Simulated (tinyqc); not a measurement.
Worked calculation: donor in an ellipsoidal valley (Kohn-Luttinger variational method). Computed by tinyqc, a small Python program that keeps every step. Command: `OMP_NUM_THREADS=1 python tinyqc.py 3011422 3011423 out.jsonl kohnlutt walk`. One thread of a shared host (Intel(R) Xeon(R) Processor @ 2.30GHz), about 0.04 s of CPU time with the checks. Intermediate numbers are printed to about 6 digits and carried at full precision; extremes and crossings named in words are read from the listed rows.

H = -(d^2/dx^2 + d^2/dy^2) - gamma d^2/dz^2 - 2/r in units built on m_t, with gamma = m_t/m_l and z along the valley axis. One valley; no valley-orbit or central-cell term.

Inputs (values chosen for the exercise, modelled on diamond):
```
quantity                      value  unit
transverse mass m_t           0.335   m_0
longitudinal mass m_l          1.49   m_0
dielectric constant eps        5.62     -
trial ratio b/a                0.61     -
observed depth chosen for 1s    323   meV
```

Constants: Ry = 13.605693123 eV; a_0 = 0.529177210903 angstrom; h x 1 THz = 4.135667696 meV.

## Effective units

Ry* = Ry m_t/eps^2, a* = a_0 eps/m_t, gamma = m_t/m_l.

Ry* = 144.309 meV

a* = 8.87754 angstrom

gamma = 0.224832

Caution: a* is only a few bond lengths, so central-cell and valley-orbit terms are large.

## Energy at a trial ratio

Trial function exp(-sqrt((x^2 + y^2)/a^2 + z^2/b^2)) with beta = b/a < 1: E = t/a^2 - u/a, t = (2 + gamma/beta^2)/3, u = 2 arcsin(sqrt(1 - beta^2))/sqrt(1 - beta^2); the best a is 2 t/u and E(beta) = -u^2/(4 t).

t = 0.868075

u = 2.30877

best a = 0.751981 a*

E(beta) = -1.53512 Ry*

## Minimum over the ratio

Golden-section search on beta from 0.05 to 0.999, 60 steps.

Search, first ten steps; c and d are the inner points:
```
step       low      high         c  E(c) (Ry*)         d  E(d) (Ry*)
1     0.050000  0.999000  0.412486    -1.42847  0.636514    -1.53149
2     0.412486  0.999000  0.636514    -1.53149  0.774971    -1.48054
3     0.412486  0.774971  0.550943    -1.53201  0.636514    -1.53149
4     0.412486  0.636514  0.498057    -1.51183  0.550943    -1.53201
5     0.498057  0.636514  0.550943    -1.53201  0.583628    -1.53586
6     0.550943  0.636514  0.583628    -1.53586  0.603829    -1.53557
7     0.550943  0.603829  0.571144    -1.53506  0.583628    -1.53586
8     0.571144  0.603829  0.583628    -1.53586  0.591344    -1.53597
9     0.583628  0.603829  0.591344    -1.53597  0.596113    -1.53590
10    0.583628  0.596113  0.588397    -1.53596  0.591344    -1.53597
```

best beta = 0.590546

radius a of the 1s trial function = 6.72555 angstrom

radius b of the 1s trial function = 3.97175 angstrom

1s binding energy, trial function = 221.654 meV

The envelope is flattened along the heavy axis; beta is close to gamma^(1/3) = 0.608.

## Levels from a Gaussian basis

Gaussian basis: g = P exp(-al (x^2 + y^2) - be z^2) with P = 1 (s-like), z (2p0) or x (2p+-); al = 0.004 x 2.6^k, k = 0..11, and be/al = 1, gamma^(-1/2) or 1/gamma (36 functions); 1/r = (2/sqrt(pi)) int exp(-t^2 r^2) dt by 48 Gauss-Legendre points after t = sqrt(al_i + al_j) tan(theta); overlap eigenvalues below 1e-10 are dropped.

1s binding energy, Gaussian basis = 221.920 meV

2p0 binding energy = 80.1650 meV

2p+- binding energy = 45.8727 meV

The two-parameter trial function recovers 99.88 % of the 1s binding of the larger basis. 2p0, with its lobes along the heavy axis, is bound 1.75 times as strongly as 2p+-. Caution: the short radius is only a few bond lengths, so the envelope approximation is rough.

## Optical lines and the chemical shift

With an observed depth of 1s, the lines are 1s -> 2p0 = depth - E(2p0) and 1s -> 2p+- = depth - E(2p+-); the chemical shift is depth - E(1s, Gaussian basis); 1 meV = 1 THz/4.135667696.

line 1s -> 2p0 = 242.835 meV

line 1s -> 2p+- = 277.127 meV

chemical shift = 101.080 meV

frequency of the line 1s -> 2p+- = 67.0091 THz

The spacing of the two lines, 34.292 meV, does not depend on the depth, so it is the same for every donor in this host.

## Which single mass stands for the valley

A hydrogenic level is Ry m/eps^2 for one mass m; errors are against the Gaussian basis.

1s binding energy:
```
rule                                      mass (m_0)  binding (meV)  error (%)
transverse mass                              0.33500        144.309    -34.973
conductivity mass 3/(2/m_t + 1/m_l)          0.45172        194.588    -12.316
density-of-states mass (m_t^2 m_l)^(1/3)     0.55092        237.323      6.941
longitudinal mass                            1.49000        641.851    189.226
trial function with a and b                        -        221.654     -0.120
mass that fits 1s                            0.51517        221.920      0.000
```

The conductivity mass, which is what a spherical trial function (a = b) gives, falls short by 12.3 %, as a restricted variational bound must; the density-of-states mass is off by +6.9 %. The mass that fits lies between the two.

## Levels against anisotropy

The trial energy is minimised over beta by golden section from 0.05 to 0.999, 60 steps.

Binding energies (Ry*):
```
gamma  1s, trial  1s, Gaussians       2p0      2p+-
0.056    2.04949        2.06002  0.984214  0.365263
0.110    1.80336        1.80853  0.760543  0.344312
0.220    1.54411        1.54602  0.561199  0.318745
0.340    1.38196        1.38277  0.454007  0.300644
0.370    1.35079        1.35145  0.434860  0.296955
0.610    1.17009        1.17020  0.332769  0.274098
0.860    1.05080        1.05079  0.273405  0.257481
```

As gamma falls from 0.86 to 0.056, 1s deepens from 1.051 to 2.060 Ry*, on the way from the hydrogen value 1 to the two-dimensional limit 4; 2p+- moves from 0.257 to 0.365 (limits 1/4 and 4/9), while 2p0 climbs from 0.273 to 0.984 and joins 1s as gamma tends to 0. Near gamma = 1 the trial function is almost exact and can pass the Gaussian basis, whose own error is about 3e-5 Ry*.

Checks made by the program: the Gaussian basis at gamma = 1 against 1, 1/4 and 1/4 Ry* (relative difference 3e-05); trial function against Gaussian basis (relative difference 1e-03).
